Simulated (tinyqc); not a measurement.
How thick the regions must be: band offset from the macroscopic average of a supercell potential.

A model of the planar-averaged electrostatic energy of an electron in a periodic cell of N1 periods of A (L1 = N1 n1 h) and N2 periods of B (L2 = N2 n2 h), on z_j = j h: V(z) = f VA + (1 - f) VB + F t(z), VA = V1[0] + V1[1] cos(2 pi z/(n1 h)) + V1[2] cos(4 pi z/(n1 h)), VB the same with V2, n2 and z - L1. f = [tanh(z/w) - tanh((z - L1)/w) + tanh((z - L1 - L2)/w)]/2 + 1/2; t(z) = z - L1/2 in A and (L1/L2)(L1 + L2/2 - z) beyond, so that the cell is periodic.

Running mean over n points, periodic: for odd n the plain mean of the n points centred on j; for even n the n + 1 points with half weight at both ends. The macroscopic average applies the mean over n1 points and then over n2 points.

Values chosen for the exercise (gaps near those of GaAs and AlAs; the results hold for these values, not for the real material):
- h = 0.35 angstrom (grid step)
- n1 = 6 (grid points per period of A)
- n2 = 6 (grid points per period of B)
- V1 = (-11.27, 1.48, -0.89) eV (mean and two harmonics of the potential in A)
- V2 = (-11.25, 4.36, -0.9) eV (the same in B)
- w = 0.47 angstrom (width of the interfaces)

N1 = N2 = N, no slope (F = 0); dV is read at j = floor(N n1/2) and N n1 + floor(N n2/2). The exact value is V2[0] - V1[0].

Results:
```
N  L1 (angstrom)  dV (eV)  error (meV)
1           2.10  -0.5602      -580.24
2           4.20  -0.0231       -43.13
3           6.30   0.0210         0.98
4           8.40   0.0200        -0.01
5          10.50   0.0200         0.00
6          12.60   0.0200         0.00
```

The error is below 10 meV from N = 3 on. The two windows together span 4.20 angstrom and must fit between the interface tails, which fall as exp(-2 z/w); the errors at N = 2, 3 and 4 are -43.13, 0.98 and -0.01 meV.

Program tinyqc; command `OMP_NUM_THREADS=1 python tinyqc.py 1850805 1850806 out.jsonl`; about 0.01 s on one thread of a shared Intel(R) Xeon(R) Processor @ 2.30GHz.
